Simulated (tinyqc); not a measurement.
# Front-illuminated p-i-n photodiode, quantum efficiency and bandwidth, step by step

Computed by the program tinyqc: `OMP_NUM_THREADS=1 python tinyqc.py 2250112 2250113 out.jsonl`, one thread of a shared Intel Xeon 2.30GHz, about 0.01 s for the whole run. Printed values are rounded.

Light enters through a p layer (0 to xp), a depleted layer (xp to xp + wi) and a thick n substrate, decaying as exp(-al x); one pass, no back reflection. Carriers made in the depleted layer are all collected; those in the neutral layers diffuse.

Inputs (values chosen for the exercise); values close to those of silicon at this wavelength:

| symbol | value | unit | meaning |
|---|---|---|---|
| lam | 650 | nm | wavelength |
| al | 3260 | 1/cm | absorption coefficient |
| Rf | 0.3 |  | reflectance of the front face |
| eps_r | 11.5 |  | relative permittivity |
| xp | 0.094 | um | thickness of the front p layer |
| wi | 3 | um | thickness of the depleted layer |
| Dn | 10 | cm^2/s | electron diffusion coefficient in the p layer |
| Ln | 0.35 | um | electron diffusion length in the p layer |
| S | 1e6 | cm/s | recombination velocity of the front surface |
| Lp | 35 | um | hole diffusion length in the thick n substrate |
| ve | 1.04e7 | cm/s | electron drift velocity |
| vh | 6.8e6 | cm/s | hole drift velocity |
| dia | 24 | um | diameter |
| RL | 50 | ohm | load resistance |
| Cp | 20 | fF | parasitic capacitance |
| f | 9.1 | GHz | modulation frequency |

Constants: q = 1.602176634e-19 C, h = 6.62607015e-34 J s, c = 299792458 m/s, eps0 = 8.8541878128e-14 F/cm where lengths are in cm. Results are converted to the units shown.

## Quantum efficiency

k = al Ln, s = S Ln/Dn, e = exp(-al xp); front layer f1 = (k/(k^2 - 1)) {[s + k - e (s cosh(xp/Ln) + sinh(xp/Ln))]/[s sinh(xp/Ln) + cosh(xp/Ln)] - k e}; depleted layer f2 = e (1 - exp(-al wi)); substrate f3 = e exp(-al wi) al Lp/(1 + al Lp); external efficiency (1 - Rf)(f1 + f2 + f3); responsivity = efficiency q lam/(h c).

s = 3.5
f1 = 0.02250780
f2 = 0.6051076
f3 = 0.3353245
external efficiency = 0.6740579
responsivity = 0.3533819 A/W

The front layer absorbs 3.02 % of the light that enters and collects 74.6 % of that. Diffusion from the neutral layers makes up 37.2 % of the current.

## Response at one frequency

Drift response for pairs made in the depleted layer, a = al wi, g = 1 - exp(-a), u = 2 pi i f, te = wi/ve, th = wi/vh: electrons He = [g - a (exp(-a) - exp(-u te))/(u te - a)]/(u te g), holes Hh = [g - a (1 - exp(-a - u th))/(a + u th)]/(u th g); C = eps0 eps_r pi (dia/2)^2/wi + Cp; total |He + Hh|/sqrt(1 + (2 pi f RL C)^2), for the current of the depleted layer alone.

te = 28.84615 ps
th = 44.11765 ps
He = 0.4457781-0.2962039i
Hh = 0.2616159-0.2412426i
|He + Hh| = 0.8884003
C = 35.35457 fF
total response = 0.8838969

The drift response alone falls to 1/sqrt(2) at 15.7 GHz and the RC term alone at 90.0 GHz; together they give 15.4 GHz for this part of the current; the diffusion currents, left out, respond on their own time scales.
